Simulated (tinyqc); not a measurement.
Transient enhanced diffusion after implantation: plus-n interstitials, dissolving clusters and loss to the surface: one step, computed by the program tinyqc. Command: `OMP_NUM_THREADS=1 python tinyqc.py 3015165 3015166 out.jsonl ted walk`. One thread of a shared host (Intel(R) Xeon(R) Processor @ 2.30GHz), about 0.01 s of CPU time with the checks.

The implant leaves n Q interstitials in clusters at depth R_p. While clusters last they hold the free interstitials at a supersaturation S = C_I/C_I*; interstitials drain to the surface, and the part f_I of the dopant diffusion that uses interstitials speeds up in proportion to S.

Task: Duration and total effect at this temperature. The clusters last tau = n Q/J. If they dissolve fully at this T, the extra budget is (D/D* - 1) D* tau.

Inputs (values chosen for the exercise, modelled on boron in silicon): implant dose Q = 2.2e+13 1/cm^2; interstitials kept per ion n = 1.5; anneal (peak) temperature T = 950 C.

Anneal: isothermal.

flux J = 1.677111e+13 1/(cm^2 s)

enhancement D/D* = 127.3442

equilibrium diffusivity D* = 3.761548e-15 cm^2/s

Give: duration tau; extra budget if complete.

Result:

duration tau = 1.968 s

extra budget if complete = 9.351e-13 cm^2
